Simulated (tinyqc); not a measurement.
Free and nearly free electrons in a metal, step by step. Values are carried at full precision from step to step, so a last printed digit may differ when a step is redone from the rounded ones.

The cubic cell holds 2 atoms: n = 2 z/a^3, kF = (3 pi^2 n)^(1/3), EF = c kF^2/m, vF = 2 c kF/(m hbar), c = hbar^2/2m0; rs = (3/(4 pi n))^(1/3)/a0; D(EF) = 3 n/(2 EF).

Constants: hbar^2/2m0 = 3.80998211 eV angstrom^2; hbar = 6.58211957e-16 eV s; a0 (Bohr radius) = 0.5291772105 angstrom; kB = 8.617333262e-05 eV/K.

Inputs chosen for the exercise (near those of Na; the results hold for these values, not for the real material): a = 4.193 angstrom (bcc lattice constant); z = 1 (free electrons an atom); m = 1.22 m0 (mass); rho = 5.37 micro-ohm cm (bulk resistivity); T = 300 K; V = 1.94 eV (|V_G| for G = (110)); x = 0.88 (k along G as a share of |G|/2).

## The Fermi sphere

Evaluate the free-electron quantities.

n = 0.02713 1/angstrom^3
kF = 0.9296 1/angstrom
EF = 2.699 eV
vF = 8.821e+05 m/s
rs = 3.901
D(EF) per atom = 0.5558 1/eV

A mass this far above 1 is of the kind met in the specific heat (electron-phonon coupling); it understates EF and vF of the real bands.

## Relaxation time and mean free path

Drude: 1/rho = n e^2 tau/(m m0) with e = 1.602176634e-19 C and m0 = 9.1093837e-31 kg; mean free path l = vF tau; rho l = hbar kF/(n e^2) = 12 pi^3 hbar/(e^2 S) with S = 4 pi kF^2 does not depend on tau or m.

Use SI units: n in 1/m^3 (1e30 per 1/angstrom^3), rho in ohm m (1e-8 per micro-ohm cm).

tau = 29.72 fs
l = 26.21 nm
rho l = 14.076 1e-16 ohm m^2

Wires lose conductivity to surfaces and grain boundaries, with an excess that scales as rho l over the width and is of the order of rho itself at a width of l = 26 nm.

## Thermal quantities

gamma = (pi^2/3) kB^2 D(EF) per atom, times 96485.33 x 1e3 for mJ/(mol K^2); mu(T) = EF (1 - (pi kB T/EF)^2/12); Wiedemann-Franz kappa = L0 T/rho with L0 = (pi^2/3) (kB/e)^2, kB/e in V/K.

gamma = 1.310 mJ/(mol K^2)
mu - EF = -0.2037 meV
kappa = 136 W/(m K)

## The sphere against the zone faces

Take G = (hkl) 2 pi/a for (110), (200) and (211), with the number of equivalent faces. The Bragg plane of G lies at |G|/2 with |G| = (2 pi/a) sqrt(h^2 + k^2 + l^2). Where kF exceeds it, the sphere cuts the plane in a circle of radius sqrt(kF^2 - G^2/4).

Distance and circle for each G:

| G | faces | \|G\|/2 (1/angstrom) | kF/(\|G\|/2) | circle radius |
|---|---|---|---|---|
| (110) | 12 | 1.0596 | 0.8773 | - |
| (200) | 6 | 1.4985 | 0.6204 | - |
| (211) | 24 | 1.8353 | 0.5065 | - |

The sphere stays inside the first zone; it reaches 0.877 of the way to the nearest faces.

## Two plane waves near the face

Two plane waves k and k - G, G = (110) (2 pi/a): H = [[c k^2/m, V], [V, c (k - G)^2/m]] with c = hbar^2/2m0.

Build H for k along G, diagonalise, and give the weight of the first wave in the lower state and its velocity along G relative to a free electron, (w k + (1 - w)(k - G))/k.

H (eV):
```
        1       2
1  2.7152  1.9400
2  1.9400  4.3982
```

levels (eV): 1.4421  5.6714

w = 0.6990
v/v_free = 0.3158

The splitting is 4.229 eV here and 2V = 3.88 eV on the face, where the normal velocity vanishes. There the lower band lies at 1.566 eV, below the free EF of 2.699 eV, so by this test the Fermi surface touches the face (V is large against EF, which it lowers, so the test is rough). Real Na and K have far smaller V and nearly spherical surfaces.

## Checks

- Lower level against the closed form of the 2 x 2 problem (eV): both 1.4421.
- The product rho l against hbar kF/(n e^2) (1e-16 ohm m^2): both 14.08.

(tinyqc, `OMP_NUM_THREADS=1 python tinyqc.py 1651987 1651988 out.jsonl`, Intel(R) Xeon(R) Processor @ 2.30GHz, 1 thread, shared host, about 0.01 s.)
